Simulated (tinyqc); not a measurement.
Worked calculation: deep level with several charge states, and Shockley-Read-Hall recombination. Values are carried at full precision from step to step, so a last printed digit may differ when a step is redone from the rounded ones.

Energies from Ev. The defect has charge states 0, -1, -2 with weights 1, gm exp((EF - E1)/kT), exp((2 EF - E1 - E2)/kT); the shares are the weights over their sum. Boltzmann carriers: n = Nc exp((EF - Eg)/kT), p = Nv exp(-EF/kT). Neutrality: p - n + Nd + Nt <q> = 0.

Constants: kB = 8.617333262e-05 eV/K.

Parameters, chosen for this exercise (gap and densities of states near those of GaAs at this temperature; the results hold for these values, not for the real material): Eg = 1.347 eV (gap); Nc = 8.08e+17 1/cm^3 (conduction-band density of states); Nv = 1.75e+19 1/cm^3 (valence-band density of states); T = 450 K; E1 = 0.39 eV (level (0/-1) above Ev); E2 = 0.772 eV (level (-1/-2) above Ev); gm = 2 (degeneracy of the middle state, the others 1); Nt = 1.9e+15 1/cm^3 (defects); Nd = -5.3e+14 1/cm^3 (ionised shallow donors minus acceptors); E_try = 0.915 eV (trial Fermi level); Et = 0.772 eV (recombination level above Ev); sn = 2.4e-16 cm^2 (electron capture cross-section); sp_ = 1.4e-16 cm^2 (hole capture cross-section); vth = 15000000 cm/s (thermal velocity, both carriers); Nm = 1.9e+16 1/cm^3 (equilibrium holes for the lifetime steps); dn = 8e+13 1/cm^3 (excess pairs).

## Charge states at a trial Fermi level

Form the exponents, the shares, the mean charge and the residual of neutrality at EF = E_try.

exponents of the second and third weights: 13.539  17.226

shares: 0 0.0000, -1 0.0477, -2 0.9523

<q> = -1.9523

n, p (1/cm^3): 1.17e+13  9.90e+08

residual = -4.25e+15 1/cm^3

The residual is negative, so EF must fall.

## The neutral state

Solve for EF.

EF = 0.3635 eV

shares at EF: 0 0.497, -1 0.503, -2 0.000

n = 7.82e+06 1/cm^3
p = 1.48e+15 1/cm^3

Without the defects the majority density would be 5.30e+14 1/cm^3; with them the density of these carriers is 1.48e+15, so they add carriers. Most defects are in the state -1.

## Recombination through one level

One level at Et with degeneracy 1: tn = 1/(sn vth Nt), tp = 1/(sp_ vth Nt), n1 = Nc exp((Et - Eg)/kT), p1 = Nv exp(-Et/kT), ni^2 = n1 p1. Equilibrium p0 = Nm, n0 = ni^2/Nm; n = n0 + dn, p = p0 + dn. U = (n p - ni^2)/(tp (n + n1) + tn (p + p1)), lifetime dn/U; emission rates en = sn vth n1, ep = sp_ vth p1.

Evaluate each quantity.

tn, tp (microsecond): 0.1462  0.2506

n1, p1 (1/cm^3): 2.94e+11  3.95e+10

U = 5.43e+20 1/(cm^3 s)
lifetime = 0.147 microsecond

The lifetime is 1.007 times the minority capture time tn and 0.371 times tn + tp, the limit of high injection.

## Emission and generation in a depleted region

With n = p = 0 the level generates pairs at G = Nt en ep/(en + ep); generation lifetime tg = ni/G; current density e G W for a width W = 1 micrometre, e = 1.602176634e-19 C.

en, ep (1/s): 1.06e+03  83.0

G = 1.46e+17 1/(cm^3 s)
tg = 0.737 microsecond
current density = 2.34e-06 A/cm^2

The slower step, hole emission, limits the rate: en/ep = 12.7.

## Checks

- U against hole capture minus emission at the steady occupation of the level (1/(cm^3 s)): both 5.433e+20.

(tinyqc, `OMP_NUM_THREADS=1 python tinyqc.py 1651310 1651311 out.jsonl`, Intel(R) Xeon(R) Processor @ 2.30GHz, 1 thread, shared host, about 0.01 s.)
